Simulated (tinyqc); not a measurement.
# Changing the length of each stressor S

Model: stress in a transistor channel from embedded alloy regions, liners and fins, by half-space elasticity. Computed by tinyqc, a small Python program. Command: `OMP_NUM_THREADS=1 python tinyqc.py 3016261 3016262 out.jsonl stressor sweep`. One thread of a shared host (Intel(R) Xeon(R) Processor @ 2.30GHz), about 0.06 s of CPU time with the checks.

Plane strain in an isotropic half-space, the same constants everywhere; x along the channel from its centre, y downwards from the free surface; stress is positive in tension.

Inputs (values chosen for the exercise, modelled on silicon):
```
quantity                          value  unit
alloy fraction x                    0.5     -
lattice change per unit x, beta  0.0411     -
Young's modulus E                   162   GPa
Poisson ratio nu                   0.22     -
channel length L                     74    nm
recess depth d                       85    nm
depth of the field point y          2.6    nm
```

Stressor: Si(1-x)Ge(x) source and drain.

Method. Misfit e = beta x. A fully constrained inclusion holds the stress -p with p = E e/(1 - 2 nu); a blanket film would hold -E e/(1 - nu) in the plane. A line element dA of misfit at (a, c) in the half-space gives, with C = E e/(2 pi (1 - nu)), X = x - a, r1^2 = X^2 + (y - c)^2, r2^2 = X^2 + Y^2, Y = y + c: s_xx = -C dA {[X^2 - (y - c)^2]/r1^4 + 3 [X^2 - Y^2]/r2^4 + 4 y Y (Y^2 - 3 X^2)/r2^6}, s_yy = C dA {[X^2 - (y - c)^2]/r1^4 - [X^2 - Y^2]/r2^4 + 4 y Y (Y^2 - 3 X^2)/r2^6}. These are integrated over two rectangles, L/2 < |a| < L/2 + S, 0 < c < d (closed form in a, 200 Gauss-Legendre points in c).

One run for each value:
```
length of each stressor S (nm)  s_xx (MPa)  s_xx over the blanket-film stress
10                                  -423.8                             0.0993
32                                 -1277.8                             0.2994
56                                 -2029.6                             0.4755
100                                -2994.4                             0.7016
180                                -3962.5                             0.9284
320                                -4714.2                             1.1045
560                                -5214.2                             1.2217
1000                               -5537.9                             1.2975
```

Give the missing row, length of each stressor S (nm) = 18.

Computed row:
```
length of each stressor S (nm)  s_xx (MPa)  s_xx over the blanket-film stress
18                                  -750.9                             0.1759
```

Interpolating between the two neighbouring rows (the first column on a logarithmic scale, the others too where they are positive) misses most in s_xx (MPa), by 14 %. Over the rows, s_xx (MPa) falls from -424 to -5540 (exponent d ln y / d ln x 0.97 between the first rows and 0.10 between the last); s_xx over the blanket-film stress rises from 0.0993 to 1.30 (exponent d ln y / d ln x 0.97 between the first rows and 0.10 between the last). The stress approaches its limit slowly as S grows beyond d and L, since the far wall matters less and less.

Caution (all rows): at such misfit the regions may relax by dislocations, and linear elasticity is rough.
